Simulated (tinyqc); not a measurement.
Domain walls in a thin film with perpendicular anisotropy: Bloch, Neel and chiral walls, motion and stripe domains: one step, computed by the program tinyqc. Command: `OMP_NUM_THREADS=1 python tinyqc.py 3004709 3004710 out.jsonl mwall walk`. One thread of a shared host (Intel(R) Xeon(R) Processor @ 2.30GHz), about 0.01 s of CPU time with the checks.

One-dimensional wall: polar angle theta(x), azimuth phi of the moment in the wall (phi = 0 Neel, 90 degrees Bloch). mu_0 = 1.25663706212e-6 T m/A, gamma = 1.76085963023e11 rad/(s T).

Problem. Bloch or Neel. sigma(phi) = sigma_0 + 2 Delta K_D cos^2(phi) - pi D cos(phi), with the wall shape anisotropy K_D = N_x mu_0 M_s^2/2, N_x = t ln 2/(pi Delta). The minimum has cos(phi) = D/D_N for D < D_N = 4 Delta K_D/pi and phi = 0 beyond; sigma turns negative at D_c = (sigma_0 + 2 Delta K_D)/pi.

Inputs (values chosen for the exercise, for a model film): saturation magnetisation M_s = 590 kA/m; DMI constant D = 1.1 mJ/m^2; thickness t = 1.9 nm.

width parameter Delta = 8.045509 nm

sigma_0 = 6.960405 mJ/m^2

Give: K_D; D_N; azimuth phi; wall energy sigma; D_c.

Solution.

K_D = 11.396 kJ/m^3

D_N = 0.11674 mJ/m^2

azimuth phi = 0 degrees

wall energy sigma = 3.6880 mJ/m^2

D_c = 2.2739 mJ/m^2

A pure chiral Neel wall. D is 0.48 of D_c.
